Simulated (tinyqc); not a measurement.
## Donor binding, ionisation and the Mott limit: Freeze-out

Hydrogenic donor: Ry = (m0 q^3/(8 eps0^2 h^2)) me/eps_r^2 in eV, E0 = cc Ry, radius a = q/(8 pi eps0 eps_r E0), Mott density Nm = (0.26/a)^3. Below Nm the level sinks as Ed = E0 [1 - (N/Nm)^(1/3)]. Neutrality: Nc F12(eta) = N/(1 + 2 exp(eta + Ed/kB T)), F12(x) = (2/sqrt(pi)) int_0^infinity sqrt(u)/(1 + exp(u - x)) du.

Nc is given at 300 K and scales as T^1.5.

Parameters, values chosen for the exercise; band and dielectric values close to those of silicon: relative permittivity eps_r = 11.5; mass in the hydrogenic formula, set independently of Nc me = 0.258 m0; conduction-band density of states at 300 K Nc = 2.77e19 cm^-3; ratio of the true binding energy to the hydrogenic one cc = 1; donor density N = 1.5e16 cm^-3.

Constants: q = 1.602176634e-19 C, kB = 1.380649e-23 J/K, eps0 = 8.8541878128e-12 F/m, h = 6.62607015e-34 J s, m0 = 9.1093837015e-31 kg, Vt = kB T/q. Results are converted to the units shown.

Freeze-out:
```
T (K)	eta	n (cm^-3)	ionised (%)	ln(n/T^0.75)
30	-6.415	1.433e15	9.552	32.35
45	-5.594	5.976e15	39.84	33.47
60	-5.477	1.035e16	68.97	33.80
80	-5.666	1.319e16	87.91	33.83
110	-6.056	1.441e16	96.04	33.68
150	-6.496	1.478e16	98.53	33.47
220	-7.061	1.492e16	99.49	33.20
300	-7.523	1.496e16	99.76	32.97
400	-7.954	1.498e16	99.87	32.75
```

The ionised share rises from 9.55 to 99.9 %. Between the first two rows ln(n/T^0.75) has the slope -8.72 meV against q/kB T; deep freeze-out without compensation gives -Ed/2 = -10.3 meV, a limit that these rows do not reach, since a large share is already ionised.

Range of the model: A sharp level with degeneracy 2 overstates freeze-out near Nm, where the impurity band broadens and merges with the conduction band.

tinyqc, about 0.01 s, one thread, Intel Xeon 2.30GHz (shared host): `OMP_NUM_THREADS=1 python tinyqc.py 2330028 2330029 out.jsonl`
